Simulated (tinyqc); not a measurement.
What each parameter does: two-dimensional electron gas with Rashba and Dresselhaus coupling.

H = c k^2/m + al (ky sx - kx sy) + b1 (kx sx - ky sy) + gam kx ky (kx sy - ky sx), s the Pauli matrices, x = [100], c = hbar^2/2m0, b1 = gam (pi/L)^2 (hard walls). H = c k^2/m + B.s, so E = c k^2/m -/+ |B| and the lower state has its spin along -B.

Constants: hbar^2/2m0 = 3.80998211 eV angstrom^2.

Values chosen for the exercise (of the size met in InSb; shifted at random, so the results belong to these values and not to a real crystal):
- m = 0.0139 m0 (mass)
- al = 0.56 eV angstrom (Rashba constant)
- gam = 376.8 eV angstrom^3 (bulk Dresselhaus constant)
- L = 203 angstrom (width of the (001) well)
- n = 9.7 1e11/cm^2 (sheet density (one subband filled))

Splittings 2|B| at k0 = sqrt(2 pi n) along [100], [110] and [-110], and E0 = c k0^2/m; 1e11/cm^2 = 1e-5/angstrom^2.

One parameter was then changed.

Results before and after:
```
case     [100] (meV)  [110] (meV)  [-110] (meV)  E0 (meV)
base         28.0066      26.4363       28.8635    167.06
changed      28.0066      26.4363       28.8635    151.87
```

Which of these changes was made? (a) n = 14.55 1e11/cm^2; (b) al = 0.672 eV angstrom; (c) gam = 452.16 eV angstrom^3; (d) m = 0.01529 m0; (e) L = 223 angstrom.

Answer: (d) m = 0.01529 m0. Of the candidates, run in turn, only this one gives the changed row.

All candidates:
```
case                        [100] (meV)  [110] (meV)  [-110] (meV)  E0 (meV)
base                            28.0066      26.4363       28.8635    167.06
m = 0.01529 m0                  28.0066      26.4363       28.8635    151.87
al = 0.672 eV angstrom          33.4778      31.9663       34.3935    167.06
gam = 452.16 eV angstrom^3      28.1622      26.1936       29.1063    167.06
L = 223 angstrom                27.8954      25.6729       29.6269    167.06
n = 14.55 1e11/cm^2             34.3010      28.9059       38.8223    250.58
```

Program tinyqc; command `OMP_NUM_THREADS=1 python tinyqc.py 1450525 1450526 out.jsonl`; about 0.01 s on one thread of a shared Intel(R) Xeon(R) Processor @ 2.30GHz.
